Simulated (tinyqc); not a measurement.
Worked calculation: two-band tight binding of a puckered layer. Values are carried at full precision from step to step, so a last printed digit may differ when a step is redone from the rounded ones.

With X = kx ax/2 and Y = ky ay/2: h = t2 + 2 cos(Y) (t1 exp(iX) + t3 exp(-iX)) + t5 exp(2iX), d = 4 t4 cos(X) cos(Y), H = [[d, h], [h*, d]], E = d -/+ |h|.

Constants: hbar^2/2m0 = 3.80998211 eV angstrom^2.

Parameters, chosen for this exercise (near a published set for monolayer black phosphorus; shifted at random, so the results belong to these values and not to a real crystal):
```
symbol  value         unit        meaning
ax      4.46          angstrom    period along x (armchair)
ay      3.33          angstrom    period along y (zigzag)
t1      -1.222        eV          along the zigzag
t2      3.651         eV          across the pucker
t3      -0.216        eV          second in the sheet
t4      -0.103        eV          same sublattice
t5      -0.057        eV          far across
k       (0.04, 0.05)  1/angstrom  wave vector
```

## One k point

Form X, Y, h, d and the levels.

X, Y (rad): 0.08920  0.08325

h = 0.7403-0.1887i eV
d = -0.4089 eV

levels (eV): -1.1729  0.3550

## Expansion about Gamma

h = h0 + i chi kx + gx kx^2 + gy ky^2 and d = 4 t4 + ex kx^2 + ey ky^2, with h0 = t2 + 2 t1 + 2 t3 + t5, chi = ax (t1 - t3 + t5), gx = -ax^2 ((t1 + t3)/4 + t5/2), gy = -ay^2 (t1 + t3)/4, ex = -t4 ax^2/2, ey = -t4 ay^2/2. The gap is 2 h0.

h0 = 0.7180 eV
gap = 1.4360 eV
chi = -4.7410 eV angstrom

gx, gy, ex, ey (eV angstrom^2): 7.7179  3.9865  1.0244  0.5711

## Masses

Electrons: c/(ex + gx + chi^2/(2 h0)) along x, c/(ey + gy) along y; holes: the same with -ex and -ey; c = hbar^2/2m0. The coefficients stand in the order gx, gy, ex, ey.

masses (m0):
```
               x       y
electron  0.1562  0.8360
hole      0.1705  1.1155
```

density-of-states mass sqrt(mx my) (m0): electron 0.3613, hole 0.4361

my/mx: electron 5.35, hole 6.54

Along x the term chi^2/(2 h0) = 15.65 eV angstrom^2 couples the bands and makes both carriers light; along y it is absent.

## Checks

- Electron mass along x against a finite difference of the band: both 0.1562.

(tinyqc, `OMP_NUM_THREADS=1 python tinyqc.py 1481846 1481847 out.jsonl`, Intel(R) Xeon(R) Processor @ 2.30GHz, 1 thread, shared host, about 0.01 s.)
